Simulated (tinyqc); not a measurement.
Born-von Karman spring model of a cubic crystal with one atom per cell. Changing the temperature T. Computed by tinyqc, a small Python program. Command: `OMP_NUM_THREADS=1 python tinyqc.py 3027784 3027785 out.jsonl springs sweep`. One thread of a shared host (Intel(R) Xeon(R) Processor @ 2.30GHz), about 0.1 s of CPU time with the checks.

First neighbours lie at a/2 (1,1,1) (8 of them), second at a (1,0,0) (6), with all permutations and signs; the volume per atom is Omega = a^3/2.

Inputs (values chosen for the exercise, for a model crystal):
```
quantity                value           unit
lattice constant a       2.97       angstrom
atomic mass M            40.9              u
radial spring k1L       0.904  eV/angstrom^2
transverse spring k1T  0.0024  eV/angstrom^2
radial spring k2L        0.19  eV/angstrom^2
transverse spring k2T   0.027  eV/angstrom^2
mesh divisions n            6              -
```

Lattice: bcc.

Constants: nu for 1 eV/(angstrom^2 u) = 15.6333042 THz; h x 1 THz = 4.135667696 meV; k_B = 8.617333262e-05 eV/K; hbar^2/u = 4.18015928e-03 eV angstrom^2.

Method:
- A neighbour at R with unit vector n couples by the matrix K(R) = kL n n^T + kT (1 - n n^T), and D(q) = (1/M) sum_R K(R) [1 - cos(q.R)].
- An eigenvalue lambda of D in eV/(angstrom^2 u) gives nu = 15.6333042 THz x sqrt(lambda).
- Mesh: q = sum_i (m_i + 1/2)/n b_i, m_i = 0..n-1, with b = [[0, 1, 1], [1, 0, 1], [1, 1, 0]] in 2 pi/a; sums are averages over the n^3 points, per atom.
- With x = h nu/(k_B T) and n = 1/(exp(x) - 1) for each mode: F = k_B T [x/2 + ln(1 - exp(-x))], U = k_B T x (n + 1/2), S/k_B = x n - ln(1 - exp(-x)), C/k_B = x^2 n (n + 1).
- <u_x^2> = (1/3) sum over modes of hbar^2/(2 M h nu) coth(x/2); zero-point energy = sum h nu/2. <u_x^2> converges slowly with the mesh, from below, with an error of order 1/n.

One run for each value; columns: (1) temperature T (K); (2) heat capacity C (k_B/atom); (3) entropy S (k_B/atom); (4) <u_x^2> (angstrom^2); (5) free energy F (meV/atom); (6) energy U (meV/atom):
```
(1)    (2)    (3)      (4)         (5)    (6)
40   0.728  0.272  0.00370   2.462e+01   25.6
59   1.377  0.677  0.00415   2.386e+01   27.3
87   2.016  1.340  0.00505   2.143e+01   31.5
130  2.486  2.252  0.00672   1.472e+01   39.9
190  2.741  3.248  0.00926   3.777e-01   53.6
280  2.876  4.340  0.01324  -2.929e+01   75.4
410  2.941  5.451  0.01911  -8.450e+01  108.1
610  2.973  6.627  0.02824  -1.892e+02  159.1
900  2.988  7.786  0.04153  -3.703e+02  233.6
```

What does the table show, and why?

Over the rows, heat capacity C (k_B/atom) rises from 0.728 to 2.99 (exponent d ln y / d ln x 1.6 between the first rows and 0.012 between the last); entropy S (k_B/atom) rises from 0.272 to 7.79 (exponent d ln y / d ln x 2.3 between the first rows and 0.41 between the last); <u_x^2> (angstrom^2) rises from 0.00370 to 0.0415 (exponent d ln y / d ln x 0.29 between the first rows and 0.99 between the last). At the high end the exponent of heat capacity C is 0.01, close to 0: the Dulong-Petit limit. At the high end the exponent of <u_x^2> is 0.99, close to 1: the classical law, k_B T over a spring constant. F is positive while zero-point energy rules and changes sign between 190 and 280 K, where T S overtakes U.

Caution (rows 40.0, 59.0): the mesh is too coarse for this temperature: four more divisions change S by over 1 %. Caution (rows 900): the root-mean-square displacement exceeds 12 % of the neighbour distance, where real crystals are near melting and the harmonic model fails.

Extremes, crossings and ranges named in words are read from the listed rows.
